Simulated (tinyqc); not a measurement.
# Small-signal admittance of a forward-biased p+-n diode: effects of single changes

Holes injected into a neutral base of width wb with an ohmic contact at its end; low injection, p0 far above the equilibrium density. A small voltage v exp(i w t), w = 2 pi f, modulates the edge density by p0 v/Vt, and the small-signal density obeys Dp d2p/dx2 = (1/tau + i w) p.

Inputs (values chosen for the exercise); permittivity close to that of silicon: temperature T = 350 K; relative permittivity eps_r = 11.7; donor density of the base Nd = 6.9e15 cm^-3; hole diffusion coefficient Dp = 7.5 cm^2/s; hole lifetime tau = 9e-9 s; width of the neutral base wb = 6 um; excess hole density at the junction edge p0 = 3.4e14 cm^-3; acceptor density of the p+ side Na = 4e19 cm^-3; series resistance Rs = 0.00031 ohm cm^2; signal frequency f = 1.2e6 Hz.

Constants: q = 1.602176634e-19 C, kB = 1.380649e-23 J/K, Vt = kB T/q, eps0 = 8.8541878128e-14 F/cm where lengths are in cm. Results are converted to the units shown.

Each table varies one quantity; the others keep the values above.

## Admittance against frequency

L = sqrt(Dp tau); direct current J = (q Dp p0/L) coth(wb/L); k = sqrt(1 + i w tau)/L; diffusion admittance Y = (q Dp p0/Vt) k coth(k wb) = G + i w C_diff; junction capacitance C_j = sqrt(q eps0 eps_r Nd/(2 Vr)) in the depletion approximation, with the remaining barrier Vr = Vt ln(Na/p0), a rough value under forward bias; base-width modulation is left out. Measured admittance 1/[Rs + 1/(Y + i w C_j)].

The same in every row: C_j (uF/cm^2) = 0.040325.

Results:
```
f (Hz),w tau,G (S/cm^2),C_diff (uF/cm^2),measured G (S/cm^2),measured C (uF/cm^2),phase of the measured Y (degrees)
60000,0.0033929,53.177,0.21749,52.315,0.24952,0.10302
1e6,0.056549,53.191,0.21745,52.329,0.24948,1.7158
4e6,0.22619,53.401,0.21688,52.544,0.24889,6.7891
2e7,1.1310,58.163,0.20403,57.410,0.23576,27.296
7e7,3.9584,83.165,0.14746,83.032,0.17835,43.372
3e8,16.965,156.39,0.078221,162.53,0.10737,51.233
1e9,56.549,279.70,0.043736,323.27,0.069601,53.528
5e9,282.74,621.02,0.019698,1044.8,0.034030,45.658
```

Estimate the missing row, f = 2e5 Hz.

Computed row:
```
f (Hz),w tau,G (S/cm^2),C_diff (uF/cm^2),measured G (S/cm^2),measured C (uF/cm^2),phase of the measured Y (degrees)
2e5,0.011310,53.178,0.21749,52.315,0.24952,0.34340
```

With this row back in the table: G starts at J/Vt = 53.2 S/cm^2 and C_diff at (J tau/(2 Vt))(1 - 2 x/sinh 2x) = 0.217 uF/cm^2, x = wb/L = 2.31. Between the last two rows G goes as f^(0.50) and C_diff as f^(-0.50); the limits are 1/2 and -1/2, reached when the signal penetrates only sqrt(Dp/w). The measured C is 3.2 % below C_diff + C_j in the first row and 43 % below it in the last, the difference being due to Rs.

## Effect of the excess hole density at the junction edge

Same model as above.

The same in every row: w tau = 0.067858.

Effect of the excess hole density at the junction edge:
```
p0 (cm^-3),G (S/cm^2),C_diff (uF/cm^2),C_j (uF/cm^2),measured G (S/cm^2),measured C (uF/cm^2),phase of the measured Y (degrees)
7e8,1.0952e-4,4.4766e-7,0.027686,1.2303e-4,0.027686,89.966
7e9,0.0010952,4.4766e-6,0.029070,0.0011101,0.029075,89.710
7e10,0.010952,4.4766e-5,0.030685,0.010969,0.030730,87.290
7e11,0.10952,4.4766e-4,0.032603,0.10954,0.033048,66.270
7e12,1.0952,0.0044766,0.034932,1.0949,0.039382,15.174
7e13,10.952,0.044766,0.037845,10.915,0.082053,3.2439
7e14,109.52,0.44766,0.041633,105.93,0.45768,1.8658
```

What does the table show?

As p0 goes from 7e8 to 7e14, G rises from 1.10e-4 to 110 S/cm^2, C_diff rises from 4.48e-7 to 0.448 uF/cm^2 and the measured C rises from 0.0277 to 0.458 uF/cm^2. C_diff exceeds C_j for p0 = 7e13, 7e14.

Program tinyqc, `OMP_NUM_THREADS=1 python tinyqc.py 2890156 2890157 out.jsonl`; Intel Xeon 2.30GHz, shared host, one thread, about 0.01 s.
